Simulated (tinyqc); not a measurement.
Collinear exchange A + BC -> AB + C on a London-Eyring-Polanyi-Sato surface: saddle, string of images and rate: one step, computed by the program tinyqc. Command: `OMP_NUM_THREADS=1 python tinyqc.py 3112147 3112148 out.jsonl leps walk`. One thread of a shared host (Intel(R) Xeon(R) Processor @ 2.30GHz), about 0.04 s of CPU time with the checks.

x = r(AB), y = r(BC), r(AC) = x + y. V is counted from separated atoms, the barrier from A + BC, that is V + D(BC).

Question. Transition-state rate. One-dimensional rate constant without tunnelling, k = sqrt(k_B T/(2 pi mu)) [sinh(h nu_BC/(2 k_B T))/sinh(h nu_s/(2 k_B T))] exp(-barrier/(k_B T)) with mu = m_A (m_B + m_C)/(m_A + m_B + m_C); Wigner factor 1 + (h nu_i/(k_B T))^2/24; adiabatic barrier = barrier + h (nu_s - nu_BC)/2.

Inputs (values chosen for the exercise, for a model exchange):
```
quantity,value,unit
mass of A,35,u
mass of B,19,u
mass of C,35,u
temperature T,700,K
```

barrier = 1.725712 eV

real frequency at the saddle = 15.99124 THz

nu_BC = 21.99239 THz

imaginary frequency = 2.236292 THz

Constants: h x 1 THz = 4.135667696 meV; k_B = 1.380649e-23 J/K; u = 1.6605390666e-27 kg; k_B = 8.617333262e-05 eV/K.

Give: adiabatic barrier; rate constant k; Wigner factor.

Answer.

adiabatic barrier = 1.7133 eV

rate constant k = 1.1285e-08 cm/s

Wigner factor = 1.0010
